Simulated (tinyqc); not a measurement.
From results back to parameters: two-band massive Dirac model of the K valleys. Five cases, with inputs chosen for the exercise.

Problem. In the valley model H = [[D/2, a t (kx - i ky)], [a t (kx + i ky), -D/2 + lam sz]], sz = +/-1, a t is hbar v. The gaps of the two spins, A and B, are G = D - lam and D + lam, the band-edge mass of A is c (D - lam)/(a t)^2, c = hbar^2/2m0, and its Berry curvature at the edge is 2 (a t)^2/G^2 in size. The values below come from hidden D, lam and t.

Constants: hbar^2/2m0 = 3.80998211 eV angstrom^2.

Find: D, lam, t; |Omega| at the A edge.

Method. The mean of the gaps is D and half their difference lam; a t = sqrt(c G_A/m). The curvature 2 (a t)^2/G^2 equals 2c/(m G).

Case 1.

Values chosen (out of a larger set: near those used for monolayer WSe2; not measured data): a = 3.316 angstrom (lattice constant).

gaps (eV): A 1.3520, B 1.8480

mass of A = 0.299813 m0

Solution.

D, lam, t (eV): 1.600  0.248  1.250

|Omega| at the A edge = 18.799 angstrom^2

Case 2.

Values chosen (out of a larger set: near those used for monolayer MoS2; not measured data): a = 3.203 angstrom (lattice constant).

gaps (eV): A 1.5510, B 1.6890

mass of A = 0.443212 m0

Solution.

D, lam, t (eV): 1.620  0.069  1.140

|Omega| at the A edge = 11.085 angstrom^2

Case 3.

Values chosen (out of a larger set: near those used for monolayer WSe2; not measured data): a = 3.309 angstrom (lattice constant).

gaps (eV): A 1.4600, B 1.9000

mass of A = 0.371117 m0

Solution.

D, lam, t (eV): 1.680  0.220  1.170

|Omega| at the A edge = 14.063 angstrom^2

Case 4.

Values chosen (out of a larger set: near those used for monolayer MoS2; not measured data): a = 3.195 angstrom (lattice constant).

gaps (eV): A 1.5810, B 1.7390

mass of A = 0.446188 m0

Solution.

D, lam, t (eV): 1.660  0.079  1.150

|Omega| at the A edge = 10.802 angstrom^2

Case 5.

Values chosen (out of a larger set: near those used for monolayer MoSe2; not measured data): a = 3.319 angstrom (lattice constant).

gaps (eV): A 1.3180, B 1.5020

mass of A = 0.602262 m0

Solution.

D, lam, t (eV): 1.410  0.092  0.870

|Omega| at the A edge = 9.600 angstrom^2

Computed by tinyqc, one run a case: `OMP_NUM_THREADS=1 python tinyqc.py N N+1 out.jsonl` with N = 1452635, 1452675, 1452681, 1452693, 1452749; one thread of a shared Intel(R) Xeon(R) Processor @ 2.30GHz, about 0.01 s a run at most.
